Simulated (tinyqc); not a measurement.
# Trap density from the barrier height

Inverse problem. In a partly depleted grain with all boundary traps filled, 2 N W = Qt and VB = q N W^2/(2 eps0 eps_r). Find Qt, W and the doping at which VB would equal Vt.

Inputs (values chosen for the exercise):
- T = 300 K (temperature)
- eps_r = 11.7 (relative permittivity)

Constants: q = 1.602176634e-19 C, kB = 1.380649e-23 J/K, Vt = kB T/q, eps0 = 8.8541878128e-14 F/cm where lengths are in cm. Results are converted to the units shown.

doping = 8.6e17 cm^-3
barrier height = 0.16387583 V

Solution. Eliminating W gives VB = q Qt^2/(8 eps0 eps_r N), which falls as 1/N.

Qt = 2.70e12 cm^-2
W = 15.7 nm
doping for VB = Vt = 5.45e18 cm^-3

Numbers from tinyqc (`OMP_NUM_THREADS=1 python tinyqc.py 2830235 2830236 out.jsonl`; about 0.01 s on one thread of a shared Intel Xeon 2.30GHz).
